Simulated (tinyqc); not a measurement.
Two-band model of a narrow-gap semiconductor with electrons and holes: one step, computed by the program tinyqc. Command: `OMP_NUM_THREADS=1 python tinyqc.py 3009138 3009139 out.jsonl bipolar walk`. One thread of a shared host (Intel(R) Xeon(R) Processor @ 2.30GHz), about 0.05 s of CPU time with the checks.

Two parabolic bands with acoustic scattering (r = -1/2, a = 0), a gap that does not change with T, and fully ionised dopants. Melting is ignored, so values above the melting point are formal, and kappa_L does not change with T. eta_n = (E_F - E_c)/(k_B T), eta_p = -eta_n - E_g/(k_B T).

Question. Both bands together. Both bands together (these totals replace the one-band zT): sigma = sigma_n + sigma_p; S = (sigma_p |S_p| - sigma_n |S_n|)/sigma; kappa_bip = (sigma_n sigma_p/sigma)(|S_n| + |S_p|)^2 T; kappa_e = (L_n sigma_n + L_p sigma_p) T; zT = S^2 sigma T/(kappa_L + kappa_e + kappa_bip); weak-field R_H = (r_p sigma_p^2/p - r_n sigma_n^2/n)/(e sigma^2), where the Hall factors r_n and r_p are <x^(3/2)> <x^(1/2)>/<s>^2.

Inputs (values chosen for the exercise, for a model material): lattice thermal conductivity kappa_L = 0.94 W/(m K); temperature T = 450 K.

Doping: n-type.

Partial coefficients:
```
band,sigma (S/cm),|S| (microvolt/K),L (1e-8 V^2/K^2),density (1/cm^3),Hall factor
electrons,428.1531,413.3076,1.496500,4.703354e+18,1.173788
holes,0.2640380,956.2607,1.485189,3.353937e+15,1.178089
```

Constants: e = 1.602176634e-19 C.

Give: conductivity sigma; Seebeck coefficient S; bipolar thermal conductivity; kappa_e; zT; Hall coefficient R_H.

Answer.

conductivity sigma = 428.4 S/cm

Seebeck coefficient S = -412.5 microvolt/K

bipolar thermal conductivity = 0.02227 W/(m K)

kappa_e = 0.2885 W/(m K)

zT = 2.622

Hall coefficient R_H = -1.555 cm^3/C

The minority band lowers |S| from 413 to 412 microvolt/K, and bipolar flow adds 1.8 % of the thermal conductivity.
